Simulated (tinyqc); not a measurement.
# Two-step dopant diffusion (predeposition and drive-in) with a constant diffusivity, step by step

A worked calculation. Computed by tinyqc, a small Python program that keeps every step. Command: `OMP_NUM_THREADS=1 python tinyqc.py 3018088 3018089 out.jsonl dopdiff walk`. One thread of a shared host (Intel(R) Xeon(R) Processor @ 2.30GHz), about 0.07 s of CPU time with the checks. Intermediate numbers are printed to about 7 digits and carried at full precision; extremes and crossings named in words are read from the listed rows.

Fick diffusion into a half space x > 0 whose background doping C_B is of the opposite type, so that a junction lies where C = C_B.

Inputs (values chosen for the exercise, modelled on aluminium in silicon):
```
quantity                         value        unit
prefactor D0                      1.17      cm^2/s
activation energy E               3.42          eV
surface concentration C_s      6.5e+18      1/cm^3
background doping C_B          1.2e+15      1/cm^3
predeposition temperature T1      1000           C
predeposition time t1               60         min
drive-in temperature T2           1175           C
drive-in time t2                    30         min
mean mobility in the layer mu       72  cm^2/(V s)
ramp rate                            2       C/min
stand-by temperature               800           C
```

Furnace ramps of the drive-in: linear ramps.

Constants: k_B = 8.617333262e-05 eV/K; e = 1.602176634e-19 C.

## Diffusivities

D = D0 exp(-E/(k_B T)). Temperatures in kelvin are T(C) + 273.15. Times in seconds are 60 times the minutes.

D1 = 3.389054e-14 cm^2/s

D2 = 1.465802e-12 cm^2/s

product D1 t1 = 1.220059e-10 cm^2

## Thermal budget with ramps

One ramp between the stand-by temperature and T2 adds int D dT / rate (40-point Gauss-Legendre); the usual estimate counts it as an extra time k_B T2^2/(E rate) at T2. (Dt)2 = D2 t2 + two ramps, times in seconds.

budget of one ramp = 2.170251e-09 cm^2

estimated extra time of one ramp = 26.42067 min

drive-in budget (Dt)2 = 6.978946e-09 cm^2

The integral equals 24.7 min at T2, against the estimate 26.4 min; both ramps make 62 % of the budget.

## Predeposition

C = C_s erfc(x/(2 sqrt(D1 t1))); dose Q = 2 C_s sqrt(D1 t1/pi); the junction solves erfc(z) = C_B/C_s with x_j = 2 z sqrt(D1 t1).

dose Q = 8.101378e+13 1/cm^2

z = 2.644005

junction depth after predeposition = 0.5840941 um

## Drive-in as a Gaussian

With a sealed surface and a thin source, C = Q/sqrt(pi (Dt)2) exp(-x^2/(4 (Dt)2)); x_j = 2 sqrt((Dt)2 ln(C(0)/C_B)); gradient at the junction |dC/dx| = C_B x_j/(2 (Dt)2).

surface concentration C(0) (Gaussian) = 5.471282e+17 1/cm^3

junction depth x_j = 4.134132 um

gradient at the junction = 3.554232e+19 1/cm^4

The drive-in moves the junction from 0.584 to 4.13 um and lowers the surface value by a factor 11.9.

## Sheet resistance

Net dose Q_net = Q erf(x_j/(2 sqrt((Dt)2))) - C_B x_j; R_s = 1/(e mu Q_net), with every dopant ionised and one mobility.

net dose = 8.047989e+13 1/cm^2

sheet resistance R_s (Gaussian) = 1077.134 ohm/square

## Exact junction depth

Exact two-step profile: C = (2 C_s/pi) int_0^alpha exp(-beta (1 + u^2))/(1 + u^2) du with alpha = sqrt(D1 t1/(Dt)2), beta = x^2/(4 (D1 t1 + (Dt)2)). The integral takes 48 Gauss-Legendre points; solve C(x) = C_B.

exact junction depth = 4.156275 um

## Gaussian against the exact two-step profile

Gaussian: C = Q/sqrt(pi (Dt)2) exp(-x^2/(4 (Dt)2)). Depths are fractions of the Gaussian x_j.

Profiles:
```
x/x_j    x (um)  Gaussian (1/cm^3)  exact (1/cm^3)     ratio
0.0    0.000000       5.471282e+17    5.439729e+17  1.005800
0.2    0.826826       4.282849e+17    4.270142e+17  1.002976
0.4    1.653653       2.054300e+17    2.065579e+17  0.994540
0.6    2.480479       6.037849e+16    6.157261e+16  0.980606
0.8    3.307306       1.087397e+16    1.131098e+16  0.961364
1.0    4.134132       1.200000e+15    1.280582e+15  0.937074
1.2    4.960959       8.114501e+13    8.936046e+13  0.908064
```

With D1 t1/(Dt)2 = 0.017, the Gaussian is 0.58 % high at the surface and 6.3 % low at its own junction; the exact junction lies at 4.156 um, 0.54 % deeper. The dose is the same, but the real source already has a width, which is negligible here.

Checks made by the program: exact profile against the direct convolution of the erfc with the Gaussian kernel (relative difference below 1e-10).
